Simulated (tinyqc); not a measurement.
Inside a calculation. Method: Pariser-Parr-Pople SCF with singles CI, for the molecule O=c1ccccc(O)c1 (SMILES; centres numbered as the heavy atoms are written). Computed by tinyqc, a small Python program that keeps every step. Settings: charge = 0, gamma = MN, start = huckel, damping = 0, iteration cap = 58, excitations kept = 4. Command: `OMP_NUM_THREADS=1 python tinyqc.py 29671 29672 out.jsonl` (the two numbers bound the seeds that draw the settings). One thread of a shared host (Intel(R) Xeon(R) Processor @ 2.60GHz), about 0.02 s of CPU time with the checks. Later iterations appear only in the table of the cycle.

## PPP integrals

Centres (angstrom, eV; a flat drawing with bonds scaled to 1.40 angstrom):
```
centre          x          y  core charge z          W   gamma_rr
1O       2.356000  -1.461000              1  17.700000  15.200000
2C       1.261000  -0.588000              1  11.160000  11.130000
3C       1.573000   0.777000              1  11.160000  11.130000
4C       0.700000   1.871000              1  11.160000  11.130000
5C      -0.700000   1.871000              1  11.160000  11.130000
6C      -1.573000   0.777000              1  11.160000  11.130000
7C      -1.261000  -0.588000              1  11.160000  11.130000
8O      -2.356000  -1.461000              2  33.000000  21.500000
9C       0.000000  -1.196000              1  11.160000  11.130000
```

Resonance integrals (eV):
```
i  j       beta
1  2  -2.510000
2  3  -2.390000
3  4  -2.390000
4  5  -2.390000
5  6  -2.390000
6  7  -2.390000
7  8  -2.240000
7  9  -2.390000
9  2  -2.390000
```

Mataga-Nishimoto: gamma = 14.399645/(R + a), a = 2 x 14.399645/(gamma_rr + gamma_ss); H_rr = -W_r - sum_(s != r) z_s gamma_rs; H_rs = beta for bonds.

repulsion gamma_rs (eV):
```
           1O         2C         3C         4C         5C         6C         7C         8O
1O  15.200000   5.773265   4.155979   2.990823   2.564498   2.564280   2.990801   2.619679
2C   5.773265  11.130000   5.345136   3.773541   3.243926   3.243627   3.773721   3.128002
3C   4.155979   5.345136  11.130000   5.346273   3.773156   3.243332   3.243627   2.664483
4C   2.990823   3.773541   5.346273  11.130000   5.345539   3.773156   3.243926   2.664719
5C   2.564498   3.243926   3.773156   5.345539  11.130000   5.346273   3.773541   3.128026
6C   2.564280   3.243627   3.243332   3.773156   5.346273  11.130000   5.345136   4.425729
7C   2.990801   3.773721   3.243627   3.243926   3.773541   5.345136  11.130000   6.307297
8O   2.619679   3.128002   2.664483   2.664719   3.128026   4.425729   6.307297  21.500000
9C   4.156175   5.345691   3.772432   3.243428   3.243428   3.772432   5.345691   4.425951

           9C
1O   4.156175
2C   5.345691
3C   3.772432
4C   3.243428
5C   3.243428
6C   3.772432
7C   5.345691
8O   4.425951
9C  11.130000
```

core matrix H (eV):
```
            1O          2C          3C          4C          5C          6C          7C          8O
1O  -48.135178   -2.510000    0.000000    0.000000    0.000000    0.000000    0.000000    0.000000
2C   -2.510000  -47.914910   -2.390000    0.000000    0.000000    0.000000    0.000000    0.000000
3C    0.000000   -2.390000  -45.368901   -2.390000    0.000000    0.000000    0.000000    0.000000
4C    0.000000    0.000000   -2.390000  -44.206123   -2.390000    0.000000    0.000000    0.000000
5C    0.000000    0.000000    0.000000   -2.390000  -44.706412   -2.390000    0.000000    0.000000
6C    0.000000    0.000000    0.000000    0.000000   -2.390000  -47.299694   -2.390000    0.000000
7C    0.000000    0.000000    0.000000    0.000000    0.000000   -2.390000  -51.491036   -2.240000
8O    0.000000    0.000000    0.000000    0.000000    0.000000    0.000000   -2.240000  -62.363885
9C    0.000000   -2.390000    0.000000    0.000000    0.000000    0.000000   -2.390000    0.000000

            9C
1O    0.000000
2C   -2.390000
3C    0.000000
4C    0.000000
5C    0.000000
6C    0.000000
7C   -2.390000
8O    0.000000
9C  -48.891180
```

## Starting guess

pi electrons, sum of z_r less the charge = 10

Orbitals of the Hueckel matrix of the beta values.

P at the start:
```
           1O         2C         3C         4C         5C         6C         7C         8O
1O   1.401840   0.717705  -0.079513  -0.271556   0.105107   0.189635  -0.172832   0.201053
2C   0.717705   0.988056   0.424819   0.024370  -0.078004  -0.064487   0.021923  -0.154240
3C  -0.079513   0.424819   0.970998   0.790992   0.032017  -0.361216  -0.064983   0.188052
4C  -0.271556   0.024370   0.790992   0.978645   0.507780   0.031522  -0.081955   0.093336
5C   0.105107  -0.078004   0.032017   0.507780   0.978149   0.787041   0.024996  -0.264864
6C   0.189635  -0.064487  -0.361216   0.031522   0.787041   0.971624   0.438237  -0.069909
7C  -0.172832   0.021923  -0.064983  -0.081955   0.024996   0.438237   0.987085   0.675597
8O   0.201053  -0.154240   0.188052   0.093336  -0.264864  -0.069909   0.675597   1.465685
9C  -0.355046   0.518823   0.124934  -0.158987  -0.182518   0.105978   0.556269  -0.378654

           9C
1O  -0.355046
2C   0.518823
3C   0.124934
4C  -0.158987
5C  -0.182518
6C   0.105978
7C   0.556269
8O  -0.378654
9C   1.257918
```

## Iteration 1: Fock matrix

F_rr = H_rr + P_rr gamma_rr / 2 + sum_(s != r) P_ss gamma_rs; F_rs = H_rs - P_rs gamma_rs / 2; E = tr P (H + F) / 2 + core repulsion sum_(r<s) z_r z_s gamma_rs.

F (eV):
```
           1O         2C         3C         4C         5C         6C         7C          8O
1O  -7.794582  -4.581750   0.165227   0.406087  -0.134773  -0.243138   0.258453   -0.263348
2C  -4.581750  -4.081394  -3.525359  -0.045981   0.126520   0.104586  -0.041365    0.241232
3C   0.165227  -3.525359  -4.931435  -4.504429  -0.060403   0.585771   0.105390   -0.250531
4C   0.406087  -0.045981  -4.504429  -5.565159  -3.747180  -0.059468   0.132928   -0.124357
5C  -0.134773   0.126520  -0.060403  -3.747180  -5.983664  -4.493868  -0.047161    0.414250
6C  -0.243138   0.104586   0.585771  -0.059468  -4.493868  -6.513472  -3.561219    0.154699
7C   0.258453  -0.041365   0.105390   0.132928  -0.047161  -3.561219  -6.898931   -4.370594
8O  -0.263348   0.241232  -0.250531  -0.124357   0.414250   0.154699  -4.370594  -15.496598
9C   0.737817  -3.776735  -0.235652   0.257831   0.295993  -0.199898  -3.876820    0.837951

           9C
1O   0.737817
2C  -3.776735
3C  -0.235652
4C   0.257831
5C   0.295993
6C  -0.199898
7C  -3.876820
8O   0.837951
9C  -5.343900
```

pi energy = -150.953283 eV

## Iteration 1: orbitals and new P

Diagonalise F (the basis is taken as orthonormal) and form P = 2 sum c c over the lowest orbitals.

orbital energies (eV): -17.562462  -13.240969  -11.823729  -10.582424  -8.697455  -2.623598  -1.940421  1.134872  2.727052

P after iteration 1:
```
           1O         2C         3C         4C         5C         6C         7C         8O
1O   1.522991   0.708575  -0.088436  -0.250314   0.115681   0.165962  -0.234444   0.108481
2C   0.708575   0.807086   0.425070   0.096096  -0.119017  -0.101740   0.130829  -0.090280
3C  -0.088436   0.425070   0.894859   0.785840   0.081570  -0.334843  -0.084138   0.072275
4C  -0.250314   0.096096   0.785840   0.979739   0.520366   0.008530  -0.154885   0.074683
5C   0.115681  -0.119017   0.081570   0.520366   0.935017   0.774496   0.042928  -0.096210
6C   0.165962  -0.101740  -0.334843   0.008530   0.774496   1.034465   0.483253  -0.109970
7C  -0.234444   0.130829  -0.084138  -0.154885   0.042928   0.483253   0.951264   0.380895
8O   0.108481  -0.090280   0.072275   0.074683  -0.096210  -0.109970   0.380895   1.853947
9C  -0.215097   0.470112   0.227639  -0.098656  -0.282583   0.057052   0.716951  -0.271336

           9C
1O  -0.215097
2C   0.470112
3C   0.227639
4C  -0.098656
5C  -0.282583
6C   0.057052
7C   0.716951
8O  -0.271336
9C   1.020632
```

## Iteration 2: Fock matrix

As before.

F (eV):
```
           1O         2C         3C         4C         5C         6C         7C          8O
1O  -8.257467  -4.555394   0.183769   0.374323  -0.148332  -0.212787   0.350588   -0.142093
2C  -4.555394  -4.917137  -3.526027  -0.181310   0.193041   0.165003  -0.246856    0.141199
3C   0.183769  -3.526027  -5.748856  -4.490657  -0.153889   0.543003   0.136456   -0.096287
4C   0.374323  -0.181310  -4.490657  -6.131356  -3.780818  -0.016092   0.251218   -0.099505
5C  -0.148332   0.193041  -0.153889  -3.780818  -6.135825  -4.460332  -0.080995    0.150474
6C  -0.212787   0.165003   0.543003  -0.016092  -4.460332  -6.281778  -3.681527    0.243350
7C   0.350588  -0.246856   0.136456   0.251218  -0.080995  -3.681527  -6.308723   -3.441209
8O  -0.142093   0.141199  -0.096287  -0.099505   0.150474   0.243350  -3.441209  -12.904383
9C   0.446991  -3.646536  -0.429377   0.159991   0.458268  -0.107613  -4.306299    0.600461

           9C
1O   0.446991
2C  -3.646536
3C  -0.429377
4C   0.159991
5C   0.458268
6C  -0.107613
7C  -4.306299
8O   0.600461
9C  -5.787854
```

pi energy = -153.338595 eV

## Iteration 2: orbitals and new P

As before.

orbital energies (eV): -15.079608  -13.489664  -12.209193  -10.800812  -9.064047  -2.784927  -1.989760  1.071241  1.873392

P after iteration 2:
```
           1O         2C         3C         4C         5C         6C         7C         8O
1O   1.527476   0.712756  -0.115300  -0.237219   0.131713   0.150889  -0.227399   0.097455
2C   0.712756   0.806142   0.425257   0.100011  -0.124959  -0.106588   0.127641  -0.078806
3C  -0.115300   0.425257   0.920550   0.788199   0.065646  -0.330437  -0.087218   0.053127
4C  -0.237219   0.100011   0.788199   0.967158   0.518951   0.022274  -0.157078   0.070261
5C   0.131713  -0.124959   0.065646   0.518951   0.949969   0.772803   0.056569  -0.074266
6C   0.150889  -0.106588  -0.330437   0.022274   0.772803   1.001531   0.488966  -0.118912
7C  -0.227399   0.127641  -0.087218  -0.157078   0.056569   0.488966   0.929105   0.354500
8O   0.097455  -0.078806   0.053127   0.070261  -0.074266  -0.118912   0.354500   1.878799
9C  -0.207020   0.462681   0.233164  -0.109421  -0.291505   0.075713   0.725763  -0.242733

           9C
1O  -0.207020
2C   0.462681
3C   0.233164
4C  -0.109421
5C  -0.291505
6C   0.075713
7C   0.725763
8O  -0.242733
9C   1.019270
```

## Convergence

Stop when output and input P, before any damping, agree to 1e-7.

Course of the cycle:
```
iteration         E (eV)  largest |P(out) - P(in)|
1          -150.95328317                  3.88e-01
2          -153.33859469                  3.29e-02
3          -153.38311099                  1.08e-02
4          -153.38795720                  5.52e-03
5          -153.38881922                  2.73e-03
6          -153.38900108                  1.36e-03
7          -153.38904290                  6.74e-04
8          -153.38905299                  3.36e-04
9          -153.38905551                  1.68e-04
10         -153.38905614                  8.39e-05
11         -153.38905631                  4.21e-05
12         -153.38905635                  2.12e-05
13         -153.38905637                  1.07e-05
14         -153.38905637                  5.42e-06
15         -153.38905637                  2.75e-06
16         -153.38905637                  1.40e-06
17         -153.38905637                  7.19e-07
18         -153.38905637                  3.70e-07
19         -153.38905637                  1.96e-07
20         -153.38905637                  1.08e-07
21         -153.38905637                  5.96e-08
```

Converged in 21 iterations.

## Converged orbitals

Charges are z - P_rr.

orbital energies (eV): -15.000222  -13.422842  -12.236866  -10.818959  -9.073999  -2.807755  -1.997217  1.023754  1.874190

coefficients:
```
         MO1        MO2        MO3        MO4        MO5        MO6        MO7        MO8
1O  0.094984  -0.321696  -0.458100  -0.024839   0.663210  -0.040598   0.386147   0.019989
2C  0.183216  -0.427626  -0.431206  -0.017283   0.008969   0.033019  -0.446250  -0.041309
3C  0.126320  -0.417248  -0.046549   0.394630  -0.341146   0.522733  -0.097238   0.284784
4C  0.132550  -0.395559   0.303480   0.435773  -0.158012  -0.247864   0.471088  -0.425223
5C  0.188545  -0.291362   0.517901   0.022738   0.297915  -0.428119  -0.301536   0.494150
6C  0.294813  -0.143712   0.417103  -0.380530   0.267013   0.471196  -0.177666  -0.489659
7C  0.520627   0.061187   0.031515  -0.383077  -0.208384   0.160580   0.499627   0.425769
8O  0.674185   0.489781  -0.129456   0.461706   0.140563  -0.068245  -0.179764  -0.116549
9C  0.275394  -0.184149  -0.223588  -0.384984  -0.442145  -0.476257  -0.126258  -0.239092

          MO9
1O  -0.293279
2C   0.628741
3C  -0.414560
4C   0.234144
5C  -0.060608
6C  -0.094878
7C   0.278111
8O  -0.073103
9C  -0.443423
```

pi charges: 1O -0.525660, 2C 0.194500, 3C 0.071334, 4C 0.037996, 5C 0.044135, 6C 0.004717, 7C 0.068076, 8O 0.111800, 9C -0.006899

## Singles CI, singlets

Over the 4 single excitations with the smallest orbital gaps: A = (e_a - e_i) delta + 2 (ia|jb) - (ij|ab), with (pq|rs) = sum c_mp c_mq gamma_mn c_nr c_ns. f = 2/3 w |mu|^2 in atomic units, mu = sqrt2 sum c_ia sum_m c_mi c_ma R_m.

singlet CI matrix (eV):
```
           5>6        5>7        4>6        4>7
5>6   3.239035  -0.036937  -0.069365  -0.256371
5>7  -0.036937   4.595945   0.669640   0.002414
4>6  -0.069365   0.669640   5.043601  -0.062485
4>7  -0.256371   0.002414  -0.062485   5.675283
```

singlet excitation energies (eV): 3.209173  4.113080  5.519623  5.711988

oscillator strengths: 0.109653  0.171476  1.594963  0.577373

## Singles CI, triplets

Over the 4 single excitations with the smallest orbital gaps: A = (e_a - e_i) delta - (ij|ab), with (pq|rs) = sum c_mp c_mq gamma_mn c_nr c_ns.

triplet CI matrix (eV):
```
           5>6        5>7        4>6        4>7
5>6   1.774046   0.012694   0.179584  -0.349152
5>7   0.012694   2.176158  -0.349152  -0.049631
4>6   0.179584  -0.349152   3.140319  -0.015082
4>7  -0.349152  -0.049631  -0.015082   4.097400
```

triplet excitation energies (eV): 1.695580  2.070672  3.270525  4.151147
